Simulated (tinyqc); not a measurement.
What the corrections do to the levels: formation energy of a charged point defect from supercell energies. Computed by tinyqc, a small Python program. Command: `OMP_NUM_THREADS=1 python tinyqc.py 3026393 3026394 out.jsonl formation walk`. One thread of a shared host (Intel(R) Xeon(R) Processor @ 2.30GHz), about 0.01 s of CPU time with the checks.

The host is a compound AB. Making the defect adds n_A = -1, n_B = 0, n_X = 1 atoms to the cell. All total energies are inputs. E_F is counted from the valence-band maximum (VBM); x = 0 is A-rich and x = 1 B-rich growth.

Inputs (values chosen for the exercise, with gap and screening modelled on CdTe):

| quantity | value | unit |
|---|---|---|
| gap E_g | 1.51 | eV |
| E_VBM of the host cell | 1.611 | eV |
| potential alignment dV | 0.11 | eV |
| dielectric constant eps | 10 | - |
| cell length L | 21.2 | angstrom |
| mu_A of the pure element | -4.984 | eV |
| formation enthalpy dH of AB | -0.711 | eV |
| growth condition x | 0.65 | - |
| mu_X of the pure element | -1.47 | eV |
| formation enthalpy of XB | -1.6 | eV |

Defect: impurity X on an A site. Supercell lattice: bcc.

charge states q: 0  -1  -2  -3

E(defect, q) - E(host), in the order of q (eV): 5.659  7.776  10.005  12.232

Constants: e^2/(4 pi eps_0) = 14.39964548 eV angstrom.

Method:
- dmu_A = x dH and dmu_B = (1 - x) dH, so that dmu_A + dmu_B = dH; mu = mu(element) + dmu. The impurity is held at its solubility limit: dmu_X = min(0, dH(XB) - dmu_B).
- The reservoir term is sum n_i mu_i.
- Image-charge correction of a point charge in a neutralising background: E_corr = q^2 alpha e^2/(4 pi eps_0) / (2 eps L), alpha = 2.888462 for a bcc array with L the cube root of the volume.
- E_f(q, E_F) = [E(defect, q) - E(host)] - sum n_i mu_i + q (E_VBM + dV + E_F) + E_corr(q).
- Levels eps(q/q-1) with the terms q dV and E_corr left out or kept.

E_f(q, 0) (eV): (q=0) 3.03400, (q=-1) 3.52810, (q=-2) 4.33039, (q=-3) 5.32687

E_corr (eV): (q=0) 0.000000, (q=-1) 0.098096, (q=-2) 0.392385, (q=-3) 0.882867

Levels above the VBM (eV):

| level | raw | with alignment | with image charge | with both |
|---|---|---|---|---|
| (0/-1) | 0.50600 | 0.39600 | 0.6041 | 0.49410 |
| (-1/-2) | 0.61800 | 0.50800 | 0.9123 | 0.80229 |
| (-2/-3) | 0.61600 | 0.50600 | 1.1065 | 0.99648 |

What does the comparison show, and why?

Alignment moves every level by -dV = -0.110 eV. The image term moves eps(q/q-1) by (1 - 2q) E_corr(1): (0/-1) by +0.098, (-1/-2) by +0.294, (-2/-3) by +0.490 eV, donor levels down and acceptor levels up. It adds 2 E_corr(1) = 0.196 eV to every U, which turns an apparent negative U of the raw energies into a positive one. Caution: the largest image-charge correction in these energies, q^2 alpha e^2/(8 pi eps_0 eps L) with alpha = 2.888462, exceeds a quarter of the gap; the point-charge term alone is then a rough estimate, usually too large for a charge that is spread out.

Extremes, crossings and ranges named in words are read from the listed rows.
